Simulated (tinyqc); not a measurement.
Changing the surface concentration C_s: concentration-dependent dopant diffusion with charged defects and the built-in field. Computed by tinyqc, a small Python program. Command: `OMP_NUM_THREADS=1 python tinyqc.py 3008594 3008595 out.jsonl extrinsic sweep`. One thread of a shared host (Intel(R) Xeon(R) Processor @ 2.30GHz), about 0.6 s of CPU time with the checks.

A constant source C_s feeds a half space. The dopant moves through neutral point defects and through charged ones, whose number grows with the majority carrier density n.

Inputs (values chosen for the exercise, modelled on boron in silicon): neutral prefactor D0x = 0.0502 cm^2/s; neutral activation energy E0 = 3.49 eV; singly charged prefactor D01 = 0.942 cm^2/s; activation energy E1 = 3.51 eV; junction level C_B = 2.9e+15 1/cm^3; temperature T = 975 C; time t = 490 s.

Field enhancement: off.

Constants: k_B = 8.617333262e-05 eV/K.

Method:
- n_i = 3.87e16 T^1.5 exp(-7014/T) per cm^3 (T in kelvin, an empirical form); each D = prefactor x exp(-E/(k_B T)); the intrinsic diffusivity D_i is their sum.
- Temperatures in kelvin are T(C) + 273.15.
- n = C/2 + sqrt(C^2/4 + n_i^2); D(C) = h [Dx + D1 (n/n_i)], h = 1.
- With y = x/sqrt(D_s t), u = C/C_s and q = -(D/D_s) du/dy: du/dy = -q D_s/D, dq/dy = -(y/2) q D_s/D, u(0) = 1. The surface flux q(0) is shot so that u tends to 0 (LSODA, an adaptive multistep solver, relative tolerance 1e-10). Dose Q = 2 q(0) C_s sqrt(D_s t).
- The junction lies where C = C_B.

One run for each value; columns: (1) surface concentration C_s (1/cm^3); (2) enhancement D_s/D_i; (3) junction depth x_j (nm); (4) dose Q (1/cm^2); (5) junction in units of sqrt(D_s t):
```
(1)          (2)     (3)         (4)     (5)
5.00e+17   1.039   71.14  1.0375e+12  3.8423
1.50e+18   1.121   80.38  3.1892e+12  4.1791
4.60e+18   1.412   89.95  1.0548e+13  4.1665
1.40e+19   2.542  101.88  3.9636e+13  3.5173
4.30e+19   6.722  122.71  1.8455e+14  2.6051
1.30e+20  19.845  164.67  9.3851e+14  2.0347
4.00e+20  60.813  250.81  5.0340e+15  1.7703
```

Over the rows, enhancement D_s/D_i rises from 1.04 to 60.8 (exponent d ln y / d ln x 0.069 between the first rows and 1.00 between the last); junction depth x_j (nm) rises from 71.1 to 251 (exponent d ln y / d ln x 0.11 between the first rows and 0.37 between the last); dose Q (1/cm^2) rises from 1.04e12 to 5.03e15 (exponent d ln y / d ln x 1.0 between the first rows and 1.5 between the last). At the high end the exponent of enhancement D_s/D_i is 1.00, close to 1: singly charged defects follow n. At the low end the exponent of dose Q is 1.02, close to 1: the intrinsic, linear regime. At the high end the exponent of dose Q is 1.49, close to 1.5: D proportional to C: Q scales as C_s sqrt(C_s). In units of sqrt(D_s t), D_s = D(C_s), the junction is deepest, 4.18, at C_s = 1.5e18 among these rows and ends at 1.77: a larger C_s/C_B pushes it out along the tail, while the tail diffuses with D_i, ever further below D_s.

Caution (rows 1.40e19, 4.30e19, 1.30e20, 4.00e20): the built-in field is switched off although C_s exceeds n_i; with it D_s would be larger by the factor 1 + C_s/sqrt(C_s^2 + 4 n_i^2). Caution (rows 4.30e19, 1.30e20, 4.00e20): at such concentrations dopants can cluster or exceed their solubility; the active fraction and the diffusivity then fall below the model.
